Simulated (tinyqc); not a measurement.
# Hot electrons in a saturated n-channel MOSFET, lucky-electron model: several studies

Beyond pinch-off the lateral field grows as Esat cosh(y/l) over the velocity-saturated region (pseudo-two-dimensional model). Impact ionisation in this region gives the substrate current, which biases the body forward through Rsub. Currents are per width. Local-field laws: they overstate ionisation when the field peak is narrower than an energy relaxation length.

Inputs (values chosen for the exercise); values close to those of silicon n-channel devices: channel length L = 0.35 um; oxide thickness tox = 7.1 nm; junction depth xj = 110 nm; threshold VT = 0.46 V; effective mobility mu = 250 cm^2/(V s); saturation velocity vs = 9.9e6 cm/s; ionisation prefactor Ai = 2e6 1/cm; ionisation field Bi = 1.75 MV/cm; resistance of the lightly doped drain Rd = 0 ohm um; substrate resistance Rsub = 6400 ohm um; fall of VT per volt of forward body bias kb = 0.26; lifetime exponent m = 3; lifetime constant Hl = 11000 s uA/um; drain voltage Vd = 2.3 V; gate voltage Vg = 1.4 V.

Constants: eps0 = 8.8541878128e-14 F/cm where lengths are in cm. Results are converted to the units shown.

Each table varies one quantity; the others keep the values above.

## Effect of the drain voltage

Cox = 3.9 eps0/tox, l = sqrt(3 tox xj), Esat = 2 vs/mu. Overdrive g = Vg - VT + kb Vb; Vdsat = g Esat L/(g + Esat L); Id = Cox vs (g - Vdsat); dV = Vd - Id Rd - Vdsat; Em = sqrt((dV/l)^2 + Esat^2); Isub = Id (Ai/Bi) l Em exp(-Bi/Em). Vb = Rsub Isub is solved self-consistently. Lifetime tau = (Hl/Id)(Isub/Id)^(-m); 1 year = 3.15576e7 s.

Effect of the drain voltage:

| Vd (V) | Id (uA/um) | Em (MV/cm) | Isub (uA/um) | Isub/Id | tau (years) |
|---|---|---|---|---|---|
| 1.4 | 114.61 | 0.16453 | 0.0025057 | 2.1862e-5 | 2.9105e8 |
| 1.57 | 114.62 | 0.19604 | 0.016504 | 1.4399e-4 | 1.0187e6 |
| 1.74 | 114.64 | 0.22860 | 0.068638 | 5.9874e-4 | 14166 |
| 1.91 | 114.69 | 0.26180 | 0.20764 | 0.0018105 | 512.14 |
| 2.09 | 114.80 | 0.29740 | 0.52553 | 0.0045778 | 31.650 |
| 2.26 | 114.99 | 0.33128 | 1.0705 | 0.0093088 | 3.7577 |
| 2.43 | 115.30 | 0.36532 | 1.9362 | 0.016793 | 0.63840 |
| 2.6 | 115.75 | 0.39944 | 3.1999 | 0.027645 | 0.14253 |

What does the comparison show?

As Vd goes from 1.4 to 2.6 V, Em rises from 0.165 to 0.399 MV/cm, Isub rises from 0.00251 to 3.20 uA/um and tau falls from 2.91e8 to 0.143 years. The slope of ln(tau) against 1/Vd is 73.1 V between the first two rows and 55.7 V between the last two; ten years are last met at Vd = 2.09 V among the rows. For Vd = 1.4 to 1.74 V tau is a far extrapolation that only says that hot carriers are no limit.

## Effect of the junction depth

Same model as above.

Results:

| xj (nm) | Id (uA/um) | Em (MV/cm) | Isub (uA/um) | Isub/Id | tau (years) |
|---|---|---|---|---|---|
| 44 | 117.4 | 0.5257 | 7.733 | 0.06589 | 0.01038 |
| 60 | 116.2 | 0.4528 | 4.509 | 0.03880 | 0.05136 |
| 81 | 115.5 | 0.3923 | 2.483 | 0.02150 | 0.3037 |
| 110 | 115.1 | 0.3393 | 1.242 | 0.01080 | 2.406 |
| 200 | 114.7 | 0.2573 | 0.2448 | 0.002135 | 312.5 |
| 280 | 114.6 | 0.2216 | 0.08323 | 7.260e-4 | 7947 |

Estimate the missing row, xj = 150 nm.

Computed row:

| xj (nm) | Id (uA/um) | Em (MV/cm) | Isub (uA/um) | Isub/Id | tau (years) |
|---|---|---|---|---|---|
| 150 | 114.8 | 0.2935 | 0.5604 | 0.004881 | 26.11 |

With this row back in the table: As xj goes from 44 to 280 nm, Em falls from 0.526 to 0.222 MV/cm, Isub falls from 7.73 to 0.0832 uA/um and tau rises from 0.0104 to 7950 years. From the first row to the last, log10(tau) changes by 5.9: 5.9 from (Isub/Id)^(-m), which holds Em and l, and 0.010 from 1/Id. At xj = 280 nm tau is a far extrapolation that only says that hot carriers are no limit.

## Effect of the oxide thickness

Same model as above.

Results:

| tox (nm) | Id (uA/um) | Em (MV/cm) | Isub (uA/um) | Isub/Id | tau (years) |
|---|---|---|---|---|---|
| 3.9 | 213.91 | 0.45038 | 8.1112 | 0.037918 | 0.029889 |
| 6 | 136.54 | 0.36732 | 2.1754 | 0.015932 | 0.63122 |
| 7.5 | 108.85 | 0.33065 | 1.0290 | 0.0094539 | 3.7900 |
| 9.3 | 87.630 | 0.29906 | 0.47704 | 0.0054438 | 24.656 |
| 11 | 74.036 | 0.27677 | 0.25323 | 0.0034203 | 117.66 |
| 14 | 58.143 | 0.24808 | 0.096775 | 0.0016644 | 1300.2 |

Estimate the missing row, tox = 4.9 nm.

Computed row:

| tox (nm) | Id (uA/um) | Em (MV/cm) | Isub (uA/um) | Isub/Id | tau (years) |
|---|---|---|---|---|---|
| 4.9 | 168.19 | 0.40429 | 4.1207 | 0.024499 | 0.14093 |

With this row back in the table: As tox goes from 3.9 to 14 nm, Em falls from 0.450 to 0.248 MV/cm, Isub falls from 8.11 to 0.0968 uA/um and tau rises from 0.0299 to 1300 years. From the first row to the last, log10(tau) changes by 4.6: 4.1 from (Isub/Id)^(-m), which holds Em and l, and 0.57 from 1/Id. At tox = 14 nm tau is a far extrapolation that only says that hot carriers are no limit.

Computed by the program tinyqc: `OMP_NUM_THREADS=1 python tinyqc.py 2550051 2550052 out.jsonl`, one thread of a shared Intel Xeon 2.30GHz, about 0.01 s for the whole run.
